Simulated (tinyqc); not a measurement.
# Free and trapped electrons in a MOS channel with a dense trap tail: effect of the density of the tail at the conduction edge

p-type body, charge-sheet picture, full ionisation (an idealisation for deep acceptors), Boltzmann statistics for free electrons. e = Ec - EF at the surface. Acceptor-like traps of density D(E) = D0 + De exp(-E/Ew) at depth E below Ec, from 0 to Eu, hold n_t = integral of D(E)/(1 + exp((e - E)/Vt)). psi = Eg - Vt ln(Nv/Na) - e; N_dep = sqrt(2 eps0 eps_r Na (psi - Vt)/q); n_f = sqrt(N_dep^2 + 2 eps0 eps_r Vt Nc exp(-e/Vt)/q) - N_dep; Vg = Vfb + psi + q (N_dep + n_t + n_f)/Cox, Cox = eps0 eox/tox.

VT is the Vg for n_f = 1e11 cm^-2; swing ln 10 n_f/(dn_f/dVg) at n_f = 1e8 cm^-2; the last three columns are for Vg = VT + 3 V, with free share n_f/(n_f + n_t) and field-effect mobility mf q (dn_f/dVg)/Cox; there EF is near the band edge, where Boltzmann statistics are rough.

Parameters, values chosen for the exercise; band and dielectric values close to those of 4H silicon carbide: temperature T = 300 K; band gap Eg = 3.23 eV; relative permittivity eps_r = 9.64; conduction-band density of states at T Nc = 1.69e19 cm^-3; valence-band density of states at T Nv = 2.5e19 cm^-3; relative permittivity of the insulator eox = 3.9; insulator thickness tox = 37 nm; acceptor density Na = 8.2e15 cm^-3; flat-band voltage without trapped charge Vfb = -2.81 V; constant background density of acceptor-like traps D0 = 5e10 cm^-2 eV^-1; decay energy of the tail Ew = 0.06 eV; depth below Ec down to which the traps reach Eu = 0.85 eV; mobility of free electrons mf = 99 cm^2/(V s).

Constants: q = 1.602176634e-19 C, kB = 1.380649e-23 J/K, Vt = kB T/q, eps0 = 8.8541878128e-14 F/cm where lengths are in cm. Results are converted to the units shown.

Effect of the density of the tail at the conduction edge:
```
De (cm^-2 eV^-1)	e at VT (eV)	VT (V)	q n_t/Cox at VT (V)	swing (mV/decade)	n_f (cm^-2)	free share (%)	field-effect mobility (cm^2/(V s))
1e12	0.09666	1.243	0.09128	75.92	1.745e12	95.09	96.68
2e12	0.09666	1.270	0.1180	77.29	1.713e12	92.53	95.93
5e12	0.09666	1.350	0.1980	81.39	1.620e12	85.28	93.54
1e13	0.09666	1.483	0.3313	88.23	1.475e12	74.50	89.05
2e13	0.09666	1.750	0.5980	101.9	1.224e12	57.20	78.77
4e13	0.09666	2.283	1.131	129.3	8.691e11	35.33	58.18
9e13	0.09666	3.617	2.465	197.7	4.756e11	14.63	28.49
2e14	0.09666	6.551	5.399	348.2	2.579e11	5.186	11.09
```

What does the table show?

As De goes from 1e12 to 2e14, VT rises from 1.24 to 6.55 V, its part due to traps rises from 0.0913 to 5.40 V, the swing rises from 75.9 to 348 mV/decade and the field-effect mobility falls from 96.7 to 11.1 cm^2/(V s).

tinyqc, about 0.02 s, one thread, Intel Xeon 2.30GHz (shared host): `OMP_NUM_THREADS=1 python tinyqc.py 2222144 2222145 out.jsonl`
